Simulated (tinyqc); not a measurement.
# Electron mobility in a silicon inversion layer, empirical terms and Matthiessen rule: what changes with what

Inversion layer of sheet density Ns on a uniformly doped body. The mobility terms are empirical power laws with prefactors chosen for the exercise; adding their inverses (Matthiessen) is itself an approximation.

Values chosen for this exercise; material values close to those of silicon:
- T = 273 K (temperature)
- Eg = 1.1 eV (band gap)
- eps_r = 11.7 (relative permittivity of the semiconductor)
- Nc = 2.41e19 cm^-3 (conduction-band density of states at T)
- Nv = 2.27e19 cm^-3 (valence-band density of states at T)
- Vsb = 0 V (reverse body bias)
- eta = 0.5 (weight of the inversion charge in the effective field)
- Ap = 456 cm^2/(V s) (phonon-limited mobility at 1 MV/cm and 300 K)
- As = 913 cm^2/(V s) (roughness-limited mobility at 1 MV/cm)
- gs = 2 (exponent of the roughness term)
- Ac = 2400 cm^2/(V s) (Coulomb prefactor)
- Nit = 1.1e10 cm^-2 (charge at the interface)
- Ns = 2.4e12 cm^-2 (inversion density)

Constants: q = 1.602176634e-19 C, kB = 1.380649e-23 J/K, Vt = kB T/q, eps0 = 8.8541878128e-14 F/cm where lengths are in cm. Results are converted to the units shown.

Each table varies one quantity; the others keep the values above.

## Effect of the body doping

ni = sqrt(Nc Nv) exp(-Eg/(2 Vt)), Eg in volts; Ndep = sqrt(2 eps0 eps_r Nb (2 Vt ln(Nb/ni) + Vsb)/q); E = q (Ndep + eta Ns)/(eps0 eps_r), in MV/cm. With t = T/(300 K): muC = Ac (Ns/1e12 cm^-2) t/(Nb/1e17 cm^-3 + Nit/1e11 cm^-2), muP = Ap E^(-1/3) t^(-1.75), muS = As E^(-gs); 1/mu is the sum of the inverses.

Effect of the body doping:

| Nb (cm^-3) | E (MV/cm) | muC (cm^2/(V s)) | muP (cm^2/(V s)) | muS (cm^2/(V s)) | mu (cm^2/(V s)) |
|---|---|---|---|---|---|
| 2e16 | 0.2545 | 1.691e4 | 848.7 | 1.410e4 | 764.3 |
| 4.4e16 | 0.2902 | 9530 | 812.3 | 1.084e4 | 700.2 |
| 9.7e16 | 0.3445 | 4853 | 767.2 | 7692 | 609.9 |
| 2.1e17 | 0.4244 | 2372 | 715.7 | 5068 | 496.0 |
| 4.7e17 | 0.5505 | 1090 | 656.2 | 3012 | 360.6 |
| 1e18 | 0.7282 | 518.5 | 597.8 | 1722 | 239.1 |
| 2.3e18 | 1.025 | 226.8 | 533.4 | 868.7 | 134.5 |
| 5e18 | 1.446 | 104.6 | 475.6 | 436.6 | 71.67 |

Read the table: what changes, and by how much?

As Nb goes from 2e16 to 5e18 cm^-3, E rises from 0.255 to 1.45 MV/cm and mu falls from 764 to 71.7 cm^2/(V s). The smallest term is the phonon one in the first row and the Coulomb one in the last.

## Universality: two dopings at the same effective field

Same model as above.

For each E, Ns is chosen to give that field on bodies with Nb = 4e16 and 3.6e17 cm^-3; the last column leaves out muC.

Universality: two dopings at the same effective field:

| E (MV/cm) | Ns, light body (cm^-2) | mu, light (cm^2/(V s)) | Ns, heavy body (cm^-2) | mu, heavy (cm^2/(V s)) | without muC (cm^2/(V s)) |
|---|---|---|---|---|---|
| 0.336 | 3.0583e12 | 669.96 | 2.4300e11 | 118.95 | 706.08 |
| 0.412 | 4.0411e12 | 614.54 | 1.2258e12 | 338.38 | 637.16 |
| 0.505 | 5.2437e12 | 554.16 | 2.4284e12 | 406.59 | 568.19 |
| 0.62 | 6.7309e12 | 489.91 | 3.9156e12 | 409.78 | 498.38 |
| 0.76 | 8.5413e12 | 424.31 | 5.7260e12 | 380.79 | 429.29 |
| 0.931 | 1.0753e13 | 358.86 | 7.9373e12 | 335.69 | 361.68 |
| 1.14 | 1.3455e13 | 295.58 | 1.0640e13 | 283.65 | 297.11 |
| 1.4 | 1.6818e13 | 235.81 | 1.4002e13 | 229.99 | 236.59 |

The heavily doped body has 0.178 of the mobility of the light one in the first row and 0.975 in the last; there they lie 2.8 % below and 0.33 % below the curve without Coulomb scattering, which depends on E alone. The heavy body leaves that curve at low E because its field comes mostly from depletion charge and few carriers screen.

tinyqc, about 0.01 s, one thread, Intel Xeon 2.30GHz (shared host): `OMP_NUM_THREADS=1 python tinyqc.py 2510027 2510028 out.jsonl`
